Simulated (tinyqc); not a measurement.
# Two-diode model of a solar cell: what changes with what

J is the current delivered and Vj = V + J Rs the junction voltage. J = X JL - J01 (exp(Vj/(n1 Vt)) - 1) - J02 (exp(Vj/(2 Vt)) - 1) - Vj/Rp. The photocurrent does not depend on voltage.

Values chosen for this exercise; values of the order met in cells of a lead-halide perovskite:
```
symbol    value      unit                                              meaning
T           300         K                                          temperature
JL         23.3   mA/cm^2                              photocurrent at one sun
X            10      suns                                        concentration
J01     4.3e-21    A/cm^2                saturation current of the first diode
n1            1                             ideality factor of the first diode
Rs            0  ohm cm^2                                    series resistance
Rp         2000  ohm cm^2                                     shunt resistance
Pin         100   mW/cm^2                            incident power at one sun
J02     2.4e-12    A/cm^2  saturation current of the second diode (ideality 2)
```

Constants: q = 1.602176634e-19 C, kB = 1.380649e-23 J/K, Vt = kB T/q. Results are converted to the units shown.

Each table varies one quantity; the others keep the values above.

## Effect of the saturation current of the first diode

Jsc at V = 0, Voc at J = 0, the maximum power point where J (1 + 2 Rs G) = G Vj with G = -dJ/dVj; FF = Vmp Jmp/(Voc Jsc); efficiency Vmp Jmp/(X Pin). Empirical fill factor without parasitics FF0 = (v - ln(v + 0.72))/(v + 1), v = Voc/(n1 Vt).

The same in every row: Jsc (mA/cm^2) = 233.00.

Effect of the saturation current of the first diode:
```
J01 (A/cm^2),Voc (V),Vmp (V),Jmp (mA/cm^2),FF,efficiency (%),FF0
4e-23,1.2757,1.1396,222.90,0.85464,25.403,0.90241
4e-22,1.2296,1.1167,224.38,0.87461,25.057,0.89957
4e-21,1.1745,1.0727,225.81,0.88518,24.223,0.89593
4e-20,1.1163,1.0192,226.33,0.88683,23.067,0.89177
4e-19,1.0572,0.96255,226.31,0.88429,21.783,0.88714
4e-18,0.99786,0.90503,226.06,0.87994,20.459,0.88202
```

Read the table: what changes, and by how much?

As J01 goes from 4e-23 to 4e-18, Voc falls from 1.28 to 0.998 V, FF goes from 0.855 through a maximum of 0.887 (at J01 = 4e-20 among the rows listed) to 0.880 and the efficiency falls from 25.4 to 20.5 %. Voc changes by -59.4 mV a decade between the last two rows and -46.1 mV between the first two.

## Effect of the concentration

Same model as above.

Effect of the concentration:
```
X (suns),Jsc (mA/cm^2),Voc (V),Vmp (V),Jmp (mA/cm^2),FF,efficiency (%),FF0
0.01,0.2330,0.4660,0.2330,0.1165,0.2500,2.714,0.7934
0.04,0.9320,0.9724,0.7832,0.5312,0.4591,10.40,0.8797
0.1,2.330,1.028,0.8899,1.810,0.6726,16.10,0.8846
0.5,11.65,1.087,0.9727,10.71,0.8229,20.84,0.8895
2,46.60,1.128,1.023,44.51,0.8656,22.76,0.8927
6,139.8,1.159,1.056,135.1,0.8808,23.78,0.8948
20,466.0,1.191,1.091,453.0,0.8900,24.70,0.8971
80,1864,1.228,1.128,1818,0.8961,25.63,0.8995
300,6990,1.262,1.162,6831,0.8999,26.47,0.9016
```

What does the table show?

As X goes from 0.01 to 300, Voc rises from 0.466 to 1.26 V, FF rises from 0.250 to 0.900 and the efficiency rises from 2.71 to 26.5 %. Voc gains 60.1 mV a decade at the top and 841 mV at the bottom (n1 Vt ln 10 = 59.5 mV). For X = 0.01, 0.04 the shunt carries over 0.3 of the photocurrent at open circuit, so it pulls Voc down and FF towards the 1/4 of a resistor.

Numbers from tinyqc (`OMP_NUM_THREADS=1 python tinyqc.py 2280021 2280022 out.jsonl`; about 0.01 s on one thread of a shared Intel Xeon 2.30GHz).
